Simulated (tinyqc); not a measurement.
Worked calculation: bound state in one dimension: Numerov shooting, finite differences, DVR. Computed by tinyqc, a small Python program that keeps every step. Settings: points = 64. Command: `OMP_NUM_THREADS=1 python tinyqc.py 20356 20357 out.jsonl` (the two numbers bound the seeds that draw the settings). One thread of a shared host (Intel(R) Xeon(R) Processor @ 2.60GHz), about 0.01 s of CPU time with the checks.

## Numerov steps at E = 0.1

One particle of mass 1 in V = 2.47 (x^2 - 2.13^2)^2 / 2.13^4 (atomic units), psi = 0 at both ends:
```
parameter,value
left end,-3.400000
right end,3.400000
intervals,64
h,0.106250
state sought (nodes),3
```

k_i = 2 m (E - V_i); (1 + h^2 k_(i+1)/12) y_(i+1) = 2 (1 - 5 h^2 k_i/12) y_i - (1 + h^2 k_(i-1)/12) y_(i-1), from y_0 = 0, y_1 = 0.001.

Points along the way:
```
i,x,V,k,y
0,-3.400000,5.918835,-11.637670,0.000000
1,-3.293750,4.780763,-9.361527,0.001000
2,-3.187500,3.794498,-7.388995,0.002103
3,-3.081250,2.948843,-5.697687,0.003378
4,-2.975000,2.232973,-4.265946,0.004869
5,-2.868750,1.636426,-3.072852,0.006593
21,-1.168750,1.206563,-2.213126,0.050115
22,-1.062500,1.393722,-2.587444,0.056346
23,-0.956250,1.574679,-2.949357,0.064231
24,-0.850000,1.745947,-3.291894,0.074265
25,-0.743750,1.904406,-3.608813,0.087074
26,-0.637500,2.047305,-3.894609,0.103447
```

## Bisection on the node count

With more sign changes than the state has nodes (the last point included) the energy is too high, else too low; the bracket starts as 0.1 to 12.

Trials:
```
trial,E,sign changes,y at the right end,next
1,6.05000000,6,4.85e-03,lower
2,3.07500000,4,5.20e-03,lower
3,1.58750000,2,2.42e-01,raise
4,2.33125000,2,1.40e-02,raise
5,2.70312500,3,-7.15e-03,raise
6,2.88906250,3,-1.83e-03,raise
7,2.98203125,4,1.77e-03,lower
8,2.93554688,3,-3.51e-05,raise
9,2.95878906,4,8.72e-04,lower
10,2.94716797,4,4.18e-04,lower
11,2.94135742,4,1.92e-04,lower
12,2.93845215,4,7.82e-05,lower
13,2.93699951,4,2.15e-05,lower
14,2.93627319,3,-6.79e-06,raise
...,...,...,...,...
29,2.93644739,4,6.36e-10,lower
30,2.93644738,4,2.04e-10,lower
31,2.93644738,3,-1.24e-11,raise
```

eigenvalue = 2.93644738 hartree

## The same grid by other methods

Three-point finite differences and the sine-DVR kinetic matrix of Colbert and Miller on the same points.

Lowest levels (hartree):
```
state,finite differences,DVR
0,0.989380,0.990504
1,1.012588,1.013732
2,2.447235,2.449853
3,2.929615,2.936471
4,4.009300,4.023619
5,5.189075,5.218348
```
